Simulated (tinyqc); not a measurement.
# Worked calculation: capacitance measurement on a leaky thin oxide: effects of series resistance and leakage

tinyqc, about 0.01 s, one thread, Intel Xeon 2.30GHz (shared host): `OMP_NUM_THREADS=1 python tinyqc.py 2022135 2022136 out.jsonl` Printed values are rounded.

The device is a capacitance C in parallel with a leakage conductance G, in series with Rs and Ls. An impedance meter reports either a parallel pair (Cp, Gp) from Y = 1/Z = Gp + i w Cp or a series pair (Cs, Rm) from Z = Rm + 1/(i w Cs); w = 2 pi f, dissipation D = Gp/(w |Cp|).

Parameters, values chosen for the exercise; values of the order met in thin-oxide MOS capacitors: relative permittivity of the gate insulator (close to silicon nitride) eox = 7.63; insulator thickness tox = 3.1 nm; gate area A = 2500 um^2; oxide-equivalent thickness added by the accumulation layer zc = 0.56 nm; oxide-equivalent thickness added by gate depletion zp = 0 nm; gate leakage current density, not matched to the thickness Jg = 0.12 A/cm^2; voltage for an e-fold rise of the leakage Vs = 0.41 V; series resistance Rs = 6.2 ohm; series inductance Ls = 13 nH; measuring frequency f = 50000 Hz.

Constants: eps0 = 8.8541878128e-14 F/cm where lengths are in cm. Results are converted to the units shown.

## True capacitance and conductance

EOT = 3.9 tox/eox; CET = EOT + zc + zp; C = 3.9 eps0 A/CET; G = Jg A/Vs.

EOT = 1.58453 nm
CET = 2.14453 nm
C = 40.2550 pF
G = 7.31707 uS

## What the meter reports

Z = Rs + i w Ls + 1/(G + i w C).

Z = (3.42825-5.92415i) x 1e4 ohm
Cp = 40.2514 pF
Gp = 7.31773 uS
Cs = 53.7309 pF
D = 0.578690

Cp is within 0.01 % of C and Cs is 33 % above it; G Rs = 4.54e-5, w C Rs = 7.84e-5 and G/(w C) = 0.579.
